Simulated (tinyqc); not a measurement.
## Floating body of a partially depleted SOI transistor: body voltage and kink: transfer curve and swing

Source at 0 V. Channel current Ic = 2 nf K Vt^2 [F(0) - F(Vd)](1 + la Vd), F(V) = ln^2(1 + exp((Vg - VT - nf V)/(2 nf Vt))), VT = VT0 - gb Vb. Saturation voltage Vs = 2 Vt sqrt(F(0)) + 3 Vt, excess Ve = (Vd - Vs + sqrt((Vd - Vs)^2 + 0.0004 V^2))/2, multiplication M1 = Ai Ve exp(-Bl/Ve). Each junction passes D(v) = J1 (exp(v/Vt) - 1) + J2 (exp(v/(2 Vt)) - 1). Bipolar current Ib = bb J1 (exp(Vb/Vt) - 1). The body settles where M1 (Ic + Ib) = D(Vb) + D(Vb - Vd) + Vb/Rb; drain current Id = (1 + M1)(Ic + Ib) - D(Vb - Vd).

Rows with more than one solution for Vb (latch) are left out; dId/dVd by a forward difference over 1e-4 V, swing = 1e-4 V over the change of log10 Id; M1 under 1e-12 is printed as 0.

Parameters, values chosen for the exercise; values of the order met in partially depleted silicon-on-insulator transistors: temperature T = 300 K; threshold at zero body voltage VT0 = 0.41 V; fall of the threshold per volt of body voltage gb = 0.34; slope factor nf = 1.44; gain factor per width K = 280 uA/(V^2 um); channel-length modulation factor la = 0.03 1/V; impact-ionisation prefactor Ai = 2.45 1/V; impact-ionisation voltage Bl = 7.8 V; diffusion saturation current of each junction J1 = 4.3e-12 uA/um; recombination saturation current of each junction J2 = 6.4e-8 uA/um; gain of the lateral bipolar transistor on the diffusion current bb = 0.5; resistance of a weak body tie to the source (1e9 stands for no tie, and the term is then dropped) Rb = 1e9 kohm um; drain voltage Vd = 1.4 V.

Constants: q = 1.602176634e-19 C, kB = 1.380649e-23 J/K, Vt = kB T/q. Results are converted to the units shown.

Transfer curve and swing:

| Vg (V) | Vb (V) | M1 | Id, floating (uA/um) | Id, grounded (uA/um) | ratio | swing, floating (mV/decade) | swing, grounded (mV/decade) |
|---|---|---|---|---|---|---|---|
| -0.04 | 0.05133 | 0.008888 | 5.143e-6 | 3.244e-6 | 1.585 | 76.30 | 87.54 |
| 0.06 | 0.1853 | 0.008845 | 2.489e-4 | 4.643e-5 | 5.361 | 48.59 | 86.23 |
| 0.16 | 0.4052 | 0.008425 | 0.02268 | 6.635e-4 | 34.18 | 60.22 | 87.21 |
| 0.26 | 0.5115 | 0.006988 | 0.4256 | 0.008877 | 47.94 | 105.7 | 91.21 |
| 0.36 | 0.5529 | 0.004974 | 2.259 | 0.09641 | 23.43 | 182.7 | 104.7 |
| 0.46 | 0.5696 | 0.003223 | 6.181 | 0.6645 | 9.301 | 285.8 | 140.6 |
| 0.56 | 0.5749 | 0.001964 | 12.17 | 2.584 | 4.712 | 401.5 | 208.3 |
| 0.66 | 0.5734 | 0.001128 | 20.11 | 6.482 | 3.102 | 522.3 | 301.5 |
| 0.76 | 0.5670 | 6.060e-4 | 29.88 | 12.48 | 2.394 | 645.5 | 408.2 |

Vb goes from 0.0513 through a maximum of 0.575 (at Vg = 0.56 V among the rows listed) to 0.567 V. The smallest swing among the rows is 48.6 mV a decade with a floating body (at Vg = 0.06 V) and 86.2 with a grounded one; Vt ln 10 = 59.5. The floating swing is smaller by more than 3 % for Vg = -0.04, 0.06, 0.16 V, where the rising Vb lowers the threshold as Vg rises. In the first row the floating body raises the current by a factor of 1.59.

Range of the model: The multiplication law is an empirical form chosen for the exercise; self-heating and capacitive coupling to the body are left out, and the linear laws are rough once Vb passes about 0.7 V or M1 about 0.1.

Numbers from tinyqc (`OMP_NUM_THREADS=1 python tinyqc.py 2182107 2182108 out.jsonl`; about 0.2 s on one thread of a shared Intel Xeon 2.30GHz).
